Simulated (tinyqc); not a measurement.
# Changing the island volume V

Model: strain-driven roughening and islands of a mismatched epitaxial film. Computed by tinyqc, a small Python program. Command: `OMP_NUM_THREADS=1 python tinyqc.py 3023859 3023860 out.jsonl island sweep`. One thread of a shared host (Intel(R) Xeon(R) Processor @ 2.30GHz), about 0.01 s of CPU time with the checks.

Film and substrate share isotropic elastic constants; the film is coherent and biaxially strained.

Inputs (values chosen for the exercise, for a model film):

| quantity | value | unit |
|---|---|---|
| misfit \|f\| | 0.0268 | - |
| shear modulus G | 113 | GPa |
| Poisson ratio nu | 0.21 | - |
| surface energy gamma | 1.87 | J/m^2 |
| contact angle of the shallow shape theta_1 | 11.1 | degrees |
| contact angle of the steep shape theta_2 | 29.1 | degrees |
| facet energy of shape 1 over gamma | 1.006 | - |
| facet energy of shape 2 over gamma | 1.018 | - |

Constants: e = 1.602176634e-19 C.

Method:
- M = 2 G (1 + nu)/(1 - nu); stress = M f; energy density w = M f^2.
- Shallow faceted island (Tersoff form): E = 4 Gam V^(2/3) tan^(1/3)(theta) - 6 c V tan(theta), Gam = gamma [x/sin(theta) - 1/tan(theta)], x the facet energy over gamma, c = stress^2 (1 - nu)/(2 pi G).
- The barrier is the maximum of E, at V_c = [4 Gam/(9 c)]^3 / tan^2(theta) (1 GPa nm = 1 J/m^2).
- The two energies cross at V_x^(1/3) = 4 [Gam_2 t2^(1/3) - Gam_1 t1^(1/3)]/(6 c (t2 - t1)), t = tan(theta); mu = dE/dV.

One run for each value:

| island volume V (nm^3) | E of shape 1 (eV) | E of shape 2 (eV) |
|---|---|---|
| 9 | 8.7316e+00 | 31.3 |
| 17 | 1.1057e+01 | 41.4 |
| 32 | 1.2578e+01 | 50.9 |
| 60 | 1.1145e+01 | 54.8 |
| 110 | 2.5364e+00 | 41.9 |
| 220 | -2.7905e+01 | -24.1 |
| 410 | -9.6314e+01 | -189.8 |
| 770 | -2.4926e+02 | -580.1 |
| 1500 | -5.9912e+02 | -1501.6 |
| 2700 | -1.2245e+03 | -3180.8 |

Over the rows, E of shape 1 (eV) goes from 8.73 through a maximum among these rows, 12.6 at 32.0, to -1220; E of shape 2 (eV) goes from 31.3 through a maximum among these rows, 54.8 at 60.0, to -3180. Each curve rises while the surface term V^(2/3) rules, peaks at V_c, passes zero at (3/2)^3 V_c and then falls with the volume term.

Caution (all rows): the shallow-slope form overstates the relaxation of facets steeper than about 25 degrees.

Extremes, crossings and ranges named in words are read from the listed rows.
